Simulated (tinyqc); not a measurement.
# ESD clamp with bipolar snapback, compact model and design window: effects of single changes

The drain junction multiplies the current that enters it: Igen = (M - 1)(Ic + I0), M = 1/(1 - (Vj/BV)^n). The generated holes leave through the substrate resistance and the base of the parasitic npn: Igen = Vb/Rb + Ic/be, Ic = Is exp(Vb/Vt). Terminal current I = Ic + I0 + Igen and voltage V = Vj + I Ro, per width. Isothermal, constant gain.

Values chosen for this exercise; values close to those of grounded-gate n-channel clamps: temperature T = 300 K; junction breakdown voltage BV = 9.8 V; exponent of the multiplication n = 4.8; current gain of the parasitic npn be = 9.7; saturation current Is = 1.2e-18 A/um; junction leakage I0 = 1.6e-11 A/um; substrate resistance Rb = 27000 ohm um; drain ballast and contact resistance Ro = 140 ohm um; failure current for 100 ns It2 = 8.8 mA/um.

Constants: q = 1.602176634e-19 C, kB = 1.380649e-23 J/K, Vt = kB T/q. Results are converted to the units shown.

Each table varies one quantity; the others keep the values above.

## Effect of the current gain of the parasitic npn

For given Vb: Ic, Igen, M = 1 + Igen/(Ic + I0), Vj = BV (1 - 1/M)^(1/n), I and V. Vt1 is the maximum of V along the curve, Vh the following minimum, Vt2 the voltage at I = It2. It1 and Ih are the currents at Vt1 and Vh.

The same in every row: Vt1 (V) = 9.803.

Effect of the current gain of the parasitic npn:
```
be   It1 (uA/um)  Vh (V)  Ih (uA/um)  Vt2 (V)  Vt2 - Vt1 (V)
1          19.98   8.658       610.1    9.721       -0.08152
1.7        19.98   8.191       771.4    9.211        -0.5914
2.9        19.98   7.661       966.2    8.630         -1.173
4.9        19.98   7.119        1193    8.030         -1.773
8.2        19.98   6.600        1454    7.445         -2.357
14         19.98   6.101        1767    6.870         -2.933
24         19.98   5.656        2127    6.340         -3.463
40         19.98   5.296        2504    5.894         -3.909
```

What does the comparison show?

As be goes from 1 to 40, Vt1 stays near 9.80 V, It1 stays near 20.0 uA/um, Vh falls from 8.66 to 5.30 V and Vt2 falls from 9.72 to 5.89 V. Vt2 exceeds Vt1, the condition for all fingers to turn on, in 0 of the 8 rows. A higher gain needs less multiplication to hold, so Vh falls.

## Effect of the exponent of the multiplication

Same model as above.

Effect of the exponent of the multiplication:
```
n    Vt1 (V)  It1 (uA/um)  Vh (V)  Ih (uA/um)  Vt2 (V)  Vt2 - Vt1 (V)
2      9.803        19.10   3.506        1757    4.285         -5.518
2.5    9.803        19.32   4.309        1754    5.087         -4.716
3      9.803        19.51   4.951        1721    5.736         -4.067
3.5    9.803        19.66   5.470        1675    6.265         -3.538
4      9.803        19.79   5.897        1626    6.702         -3.101
4.5    9.803        19.91   6.252        1577    7.068         -2.735
5      9.803        20.02   6.552        1529    7.378         -2.424
5.5    9.803        20.11   6.808        1483    7.645         -2.158
6      9.803        20.20   7.029        1439    7.875         -1.927
```

What does the comparison show?

As n goes from 2 to 6, Vt1 stays near 9.80 V, It1 rises from 19.1 to 20.2 uA/um, Vh rises from 3.51 to 7.03 V and Vt2 rises from 4.28 to 7.88 V. Vt2 exceeds Vt1, the condition for all fingers to turn on, in 0 of the 9 rows.

## Effect of the drain ballast and contact resistance

Same model as above.

Effect of the drain ballast and contact resistance:
```
Ro (ohm um)  Vt1 (V)  It1 (uA/um)  Vh (V)  Ih (uA/um)  Vt2 (V)  Vt2 - Vt1 (V)
30             9.801        18.43   6.199        3521    6.292         -3.508
52             9.801        18.98   6.266        2634    6.486         -3.315
92             9.802        19.56   6.355        1942    6.838         -2.964
160            9.803        20.11   6.468        1439    7.436         -2.367
280            9.806        20.68   6.614        1056    8.492         -1.313
490            9.810        21.24   6.802       769.6    10.34         0.5302
860            9.818        21.81   7.041       554.6    13.60          3.778
1500           9.832        22.39   7.338       396.6    19.23          9.396
```

What does the comparison show?

As Ro goes from 30 to 1500 ohm um, Vt1 stays near 9.81 V, It1 rises from 18.4 to 22.4 uA/um, Vh rises from 6.20 to 7.34 V and Vt2 rises from 6.29 to 19.2 V. Vt2 exceeds Vt1, the condition for all fingers to turn on, in 3 of the 8 rows. Ballast buys uniform turn-on with a higher clamping voltage.

Program tinyqc, `OMP_NUM_THREADS=1 python tinyqc.py 2670049 2670050 out.jsonl`; Intel Xeon 2.30GHz, shared host, one thread, about 0.01 s.
